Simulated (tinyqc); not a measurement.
## Zero-field barrier from two thresholds

Inverse problem. The photoemission threshold over an interface barrier is Phi = P0 - sqrt(q F/(4 pi eps0 ei)). Find P0 and ei.

Constants: q = 1.602176634e-19 C, eps0 = 8.8541878128e-14 F/cm where lengths are in cm. Results are converted to the units shown.

thresholds at F = 0.8 and 3.5 MV/cm (eV): [3.7163425, 3.4612703]

Answer. Phi is linear in sqrt(F): the intercept is P0 and the slope gives ei.

P0 = 3.95 eV
ei = 2.11

tinyqc, about 0.01 s, one thread, Intel Xeon 2.30GHz (shared host): `OMP_NUM_THREADS=1 python tinyqc.py 2410156 2410157 out.jsonl`
